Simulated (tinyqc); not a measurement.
MOSFET in the linear regime without short-channel effects, parameter extraction from computed curves: one step of the calculation.

Inversion charge Q = Cox n Vt W0(exp((Vg - VT)/(n Vt))), W0 the Lambert function and n = nf; u = Q/Cox; mobility mu = mu0/(1 + th1 u + th2 u^2); channel resistance Rch = (L - dL)/(W mu Q); Id = Vd/(Rch + Rsd/W). Cox = eps0 eox/tox. Small Vd, no channel-length or drain effects.

Problem. The Y function. Y_i = Id_i/sqrt(gm_i). For Id = beta Vd x/(1 + th x), x = Vg - VT, Y = sqrt(beta Vd) x whatever th. Slope s from points 6 and 9; VT_Y = Vg - Y/s at point 9; beta = s^2/Vd; mobility beta L/(W Cox) with the drawn L; th* = (beta Vd x/Id - 1)/x at point 9.

Parameters, values chosen for the exercise; channel values of the order met in silicon transistors: relative permittivity of the gate insulator (close to aluminium oxide) eox = 8.76; insulator thickness tox = 4.5 nm; low-field mobility mu0 = 200 cm^2/(V s); second mobility attenuation factor th2 = 0 1/V^2; gate width W = 10 um; drawn gate length L = 0.18 um; drawn less effective length dL = 0.006 um; drain voltage Vd = 0.025 V.

Constants: eps0 = 8.8541878128e-14 F/cm where lengths are in cm. Results are converted to the units shown.

| point | Vg (V) | Id (uA) |
|---|---|---|
| 0 | 0.3 | 0.0067841926 |
| 1 | 0.38 | 0.26359220 |
| 2 | 0.46 | 6.0593422 |
| 3 | 0.54 | 28.073565 |
| 4 | 0.62 | 56.854540 |
| 5 | 0.7 | 86.342522 |
| 6 | 0.78 | 114.94149 |
| 7 | 0.86 | 142.18672 |
| 8 | 0.94 | 167.96146 |
| 9 | 1.02 | 192.27731 |
| 10 | 1.1 | 215.19695 |

| point | gm (uS) |
|---|---|
| 1 | 37.828488 |
| 2 | 173.81233 |
| 3 | 317.46998 |
| 4 | 364.18098 |
| 5 | 363.04344 |
| 6 | 349.02624 |
| 7 | 331.37481 |
| 8 | 313.06615 |
| 9 | 295.22180 |

Wanted: Y; s; VT_Y; beta; mobility from Y; th*.

Solution.

| point | Y (uA^0.5 V^0.5) |
|---|---|
| 1 | 0.042857 |
| 2 | 0.45961 |
| 3 | 1.5756 |
| 4 | 2.9792 |
| 5 | 4.5315 |
| 6 | 6.1524 |
| 7 | 7.8109 |
| 8 | 9.4927 |
| 9 | 11.191 |

s = 20.992 uA^0.5 V^-0.5
VT_Y = 0.48692 V
beta = 17627 uA/V^2
mobility from Y = 184.08 cm^2/(V s)
th* = 0.41600 1/V

The mobility from Y is 11 % below mu0 L/(L - dL) = 207 cm^2/(V s), which it should reach in deep inversion when th2 = 0.

Numbers from tinyqc (`OMP_NUM_THREADS=1 python tinyqc.py 2210131 2210132 out.jsonl`; about 0.01 s on one thread of a shared Intel Xeon 2.30GHz).
